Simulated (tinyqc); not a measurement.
Ballistic transport through the one-dimensional subbands of a rectangular nanowire or nanosheet channel. From ballistic current I back to equivalent oxide thickness t. Computed by tinyqc, a small Python program. Command: `OMP_NUM_THREADS=1 python tinyqc.py 3025448 3025449 out.jsonl wire inv`. One thread of a shared host (Intel(R) Xeon(R) Processor @ 2.30GHz), about 0.05 s of CPU time with the checks.

Hard walls, parabolic subbands, transport along x. Energies are counted from the bulk conduction band edge at the top of the barrier, which the gate pulls down by U; the source Fermi level lies at the bulk edge when U = 0.

Inputs (values chosen for the exercise, modelled on GaN):
```
quantity,value,unit
mass m,0.2,m_0
height a,2.6,nm
width b,3.6,nm
gate voltage above flat band V_G,0.59,V
drain voltage V_D,0.05,V
temperature T,150,K
```

Valleys: single isotropic valley.

Constants: hbar^2/(2 m_0) = 3.80998212 eV angstrom^2; k_B = 8.617333262e-05 eV/K; m_0 = 9.1093837015e-31 kg; k_B = 1.380649e-23 J/K; hbar = 1.054571817e-34 J s; eps_0 = 8.8541878128e-12 F/m; e = 1.602176634e-19 C; h = 6.62607015e-34 J s.

Method:
- E_pq = (hbar^2 pi^2/2)(p^2/(m_y b^2) + q^2/(m_z a^2)); m_x = m_y = m_z = m, degeneracy g = 1; the 10 lowest subbands are kept.
- F_j(eta) = (1/Gamma(j + 1)) int_0^infinity x^j/(1 + exp(x - eta)) dx, F_0 = ln(1 + exp(eta)). Integrals over x = E/(k_B T) use 160 Gauss-Legendre points in u = sqrt(x) from 0 to sqrt(max(eta, 0) + 32).
- With degeneracy g = 1, eta_i = (U - E_i)/(k_B T) and u = e V_D/(k_B T): line density n = sum_i g sqrt(2 m_x k_B T/pi)/(2 hbar) [F_-1/2(eta_i) + F_-1/2(eta_i - u)]; gate: e n = C_ox (V_G - U/e), C_ox = 3.9 eps_0 2 (a + b)/t (flat-plate estimate); I = (2 e k_B T/h) sum_i g [F_0(eta_i) - F_0(eta_i - u)].

Problem. A run gave the result below. Find the equivalent oxide thickness t, known to lie between 1 and 2.5 nm.

ballistic current I = 3.299913 microampere

Solution.

Each step takes the trial c = (a f_b - b f_a)/(f_b - f_a), f being the result less the target and a, b, c the logarithms of the listed values; c replaces end b, the old b replaces a if the sign of f changed, and otherwise f_a is halved.

Scan of the range:
```
equivalent oxide thickness t (nm),ballistic current I (microampere)
1.00,3.63086
1.16,3.51643
1.36,3.35678
1.58,3.17036
1.84,2.94742
2.15,2.69084
2.50,2.42462
```

False position (Illinois rule, in the logarithm of the input) inside the bracket:
```
step,end a,end b,trial,ballistic current I (microampere)
1,1.36000,1.58000,1.42365,3.30357
2,1.58000,1.42365,1.42774,3.30013
3,1.58000,1.42774,1.42823,3.29972
4,1.42774,1.42823,1.42800,3.29991
5,1.42823,1.42800,1.42800,3.29991
```

Ballistic current I falls at every point of a 13-point scan of the range (every second point is shown), so one value fits; it is bracketed by 1.36 and 1.58. Answer: equivalent oxide thickness t = 1.428 nm.

Caution: confinement energies this large call for non-parabolicity and barrier penetration, which lower the subbands and raise the mass.
